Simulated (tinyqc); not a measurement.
Poole-Frenkel parameters from three currents.

Problem. Poole-Frenkel conduction in an insulator follows J = s0 F exp[-(pt - sqrt(q F/(pi eps0 ei)))/Vt], Vt = kB T/q, F in V/cm. Find ei, pt and s0.

Constants: q = 1.602176634e-19 C, kB = 1.380649e-23 J/K, eps0 = 8.8541878128e-14 F/cm where lengths are in cm. Results are converted to the units shown.

J at (1.12 MV/cm, 300 K), (4.5 MV/cm, 300 K) and (4.5 MV/cm, 350 K) (A/cm^2): [1.4681512e-9, 0.022934513, 0.20595192]

Answer. The two fields give the lowering coefficient and so ei; the two temperatures give the lowered barrier, to which the lowering is added back.

ei = 4.23
pt = 1.18 eV
s0 = 0.0240 S/cm

Numbers from tinyqc (`OMP_NUM_THREADS=1 python tinyqc.py 2370165 2370166 out.jsonl`; about 0.01 s on one thread of a shared Intel Xeon 2.30GHz).
